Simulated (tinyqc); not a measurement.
LCCD on RHF in the 6-311g basis, for H2, spin multiplicity 1, step by step. One step of it, computed by the program tinyqc.

Question. Iteration 6 (converged): orbitals. Diagonalise F' = X^T F X, C = X C', fill 1 alpha and 1 beta electrons from the bottom; D = 2 C_occ C_occ^T. Each column has its largest component positive (the first on a tie).

converged F (hartree), lower triangle:
```
           1H 1s      1H 2s      1H 3s      2H 1s      2H 2s      2H 3s
1H 1s   0.559401
1H 2s  -0.467071  -0.382804
1H 3s  -0.479436  -0.392256  -0.255596
2H 1s  -0.537818  -0.536294  -0.457613   0.559401
2H 2s  -0.536294  -0.495225  -0.411080  -0.467071  -0.382804
2H 3s  -0.457613  -0.411080  -0.272188  -0.479436  -0.392256  -0.255596
```

X:
```
               1          2          3          4          5         6
1H 1s   0.583626  -0.917324  -0.707735   0.686871   0.571296  0.157547
1H 2s  -2.229975   1.411892   1.192277   0.330534   0.084164  0.230793
1H 3s   3.349848  -0.819446   0.916997   0.100365  -0.494520  0.221286
2H 1s  -0.583626  -0.917324   0.707735  -0.686871   0.571296  0.157547
2H 2s   2.229975   1.411892  -1.192277  -0.330534   0.084164  0.230793
2H 3s  -3.349848  -0.819446  -0.916997  -0.100365  -0.494520  0.221286
```

Give: F' = X^T F X; orbital energies; coefficients C; D after iteration 6.

Answer.

F' = X^T F X (hartree), lower triangle:
```
         1        2        3       4        5        6
1   1.1444
2   0.0000   1.9252
3  -0.9340   0.0000   1.3520
4   0.4701   0.0000  -0.9026  1.1196
5   0.0000  -0.8630   0.0000  0.0000   0.7432
6   0.0000   0.0157   0.0000  0.0000  -0.1434  -0.5849
```

orbital energies (hartree): MO1 -0.6031, MO2 0.1723, MO3 0.3043, MO4 0.6618, MO5 2.3824, MO6 2.7819

coefficients C:
```
          MO1      MO2      MO3      MO4      MO5      MO6
1H 1s  0.1953   0.0788  -0.0504  -0.0873  -1.0733  -1.1399
1H 2s  0.2936  -0.0501  -0.7020  -1.7894   1.2144   1.8163
1H 3s  0.1236   2.3565   0.8443   2.2455  -0.4868  -1.2153
2H 1s  0.1953  -0.0788  -0.0504   0.0873  -1.0733   1.1399
2H 2s  0.2936   0.0501  -0.7020   1.7894   1.2144  -1.8163
2H 3s  0.1236  -2.3565   0.8443  -2.2455  -0.4868   1.2153
```

D after iteration 6, lower triangle:
```
        1H 1s   1H 2s   1H 3s   2H 1s   2H 2s   2H 3s
1H 1s  0.0763
1H 2s  0.1147  0.1724
1H 3s  0.0483  0.0726  0.0306
2H 1s  0.0763  0.1147  0.0483  0.0763
2H 2s  0.1147  0.1724  0.0726  0.1147  0.1724
2H 3s  0.0483  0.0726  0.0306  0.0483  0.0726  0.0306
```
